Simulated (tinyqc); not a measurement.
Inside a calculation. Model: input admittance of a MOSFET at zero drain bias: distributed channel and distributed gate.

Computed by the program tinyqc: `OMP_NUM_THREADS=1 python tinyqc.py 2262222 2262223 out.jsonl`, one thread of a shared Intel Xeon 2.30GHz, about 0.01 s for the whole run. Printed values are rounded.

Source and drain grounded, strong inversion, w = 2 pi f, Cox = eps0 eox/tox. The channel is an RC line of resistance 1/(mu Cox Vo) per square fed from both ends, so one finger has the intrinsic admittance y = i w Cox L tanh(g)/g per width, g = (1/2) sqrt(i w tau), tau = L^2/(mu Vo). The vertical resistance rv/L is in series with y, the overlaps 2 i w Cov in parallel: y_t = 1/(1/y + rv/L) + 2 i w Cov. The gate strip is a line of Rsh/L per length loaded by y_t, so a finger has Y = y_t Wf tanh(k)/k, k = (Wf/sd) sqrt(y_t Rsh/L); the device has Nf Y.

Values chosen for this exercise; values of the order met in silicon radio-frequency transistors:
```
symbol,value,unit,meaning
eox,9.24,,relative permittivity of the gate insulator (close to aluminium oxide)
tox,8.1,nm,insulator thickness
L,1.1,um,channel length
Wf,0.81,um,finger width
Nf,32,,number of fingers
mu,220,cm^2/(V s),channel mobility
Vo,0.5,V,gate overdrive
Rsh,12,ohm/square,sheet resistance of the gate
rv,0,ohm um^2,vertical resistivity of the gate stack
sd,1,,number of ends at which a finger is contacted
Cov,0.24,fF/um,overlap and fringe capacitance on each side
f,1,GHz,frequency
```

Constants: eps0 = 8.8541878128e-14 F/cm where lengths are in cm. Results are converted to the units shown.

## Low-frequency resistances and capacitance

Low-frequency limits, with c = Cox L and ct = c + 2 Cov: R_strip = Rsh Wf/(3 sd^2 L Nf), R_ch = (c/ct)^2 L/(12 mu Cox Vo Wf Nf), R_vert = (c/ct)^2 rv/(L Wf Nf), C = ct Wf Nf.

parts (ohm): strip 0.09204545, channel 29.24897, vertical 0
sum = 29.34101 ohm
C = 300.4223 fF
1/(2 pi R C) = 18.05564 GHz

The channel term is the largest, 99.7 % of the sum.

## Admittance of the channel and stack per width

tau, g, c = Cox L, y and y_t as defined.

tau = 110 ps
g = 0.2939282+0.2939282i
c = 11.11037 fF/um
y = 4.00134+69.53195i uS/um
y_t = 4.00134+72.54788i uS/um

w tau = 0.691, and Im y is 0.996 of w c.

## Input impedance of the device

k and Y as defined; Z = 1/(Nf Y) = R + 1/(i w C); Q = |Im Z|/R; signal at the point farthest from a contact |1/cosh k|.

k = 0.01656331+0.01567495i
Nf Y = 0.104039+1.880405i mS
R = 29.33369 ohm
C = 300.1919 fF
Q = 18.07400
signal at the far point = 0.9999857

R is 0.025 % below its low-frequency limit and C is 0.077 % below its own.
